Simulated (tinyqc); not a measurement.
Lattice vibrations of a chain, step by step. Computed by tinyqc, a small Python program that keeps every step. Command: `OMP_NUM_THREADS=1 python tinyqc.py 21682 21683 out.jsonl` (the two numbers bound the seeds that draw the settings). One thread of a shared host (Intel(R) Xeon(R) Processor @ 2.60GHz), about 0.01 s of CPU time with the checks.

## Dynamical matrix at q = 0.03

A chain moving along its axis:
```
atom,mass (u),spring to the next atom (eV/angstrom^2)
1,48.100000,25.400000
2,84.700000,22.300000
3,28.000000,25.400000
4,76.700000,26.900000
second neighbours,-,1.600000
```

q is in units of 2 pi/a. A spring k from atom i to atom j, n cells on, adds k to Phi_ii and Phi_jj, -k exp(2 pi i q n) to Phi_ij and the conjugate to Phi_ji (for one atom a cell: 2k (1 - cos 2 pi q n)); D_ij = Phi_ij / sqrt(m_i m_j).

D(q) (eV/(angstrom^2 u)), lower triangle (Hermitian):
```
,1,2,3,4
1,1.153846
2,-0.397942,0.600945
3,-0.086424-0.008169i,-0.457914,1.817857
4,-0.435031-0.082987i,-0.039350-0.003720i,-0.548096,0.723598
```

## Frequencies

omega^2 are the eigenvalues; wavenumber = 521.4708 sqrt(eigenvalue) 1/cm.

eigenvalues: 0.001170  0.693649  1.412265  2.189162

wavenumbers (1/cm): 17.8  434.3  619.7  771.6

weights |e|^2 of the mass-weighted modes:
```
,mode 1,mode 2,mode 3,mode 4
atom 1,0.202483,0.004113,0.754457,0.038948
atom 2,0.356783,0.517916,0.042515,0.082787
atom 3,0.117743,0.003261,0.140054,0.738942
atom 4,0.322991,0.474711,0.062975,0.139323
```

## Dispersion and heat capacity

C/k_B per atom = mean over q = (j + 1/2)/80, j = 0..39 and all branches of y^2 e^y/(e^y - 1)^2, y = hc wavenumber / k_B T.

Wavenumbers (1/cm):
```
q,branch 1,branch 2,branch 3,branch 4
0.000000,0.000000,435.064055,619.392534,771.594615
0.062500,37.133626,431.815619,620.743721,771.440011
0.125000,74.062026,422.420722,624.443964,770.993761
0.187500,110.575365,407.732219,629.633387,770.308651
0.250000,146.450850,388.735492,635.323269,769.472094
0.312500,181.430682,366.325865,640.644274,768.602157
0.375000,215.141371,341.324056,644.923082,767.836174
0.437500,246.605360,314.986583,647.682629,767.308643
0.500000,266.804273,296.480977,648.634817,767.120250
```

Heat capacity:
```
T (K),C/k_B per atom
20,0.038570
50,0.098270
100,0.209201
200,0.449094
300,0.639524
600,0.876571
1200,0.966133
```

zero-point energy per atom = 29.872058 meV
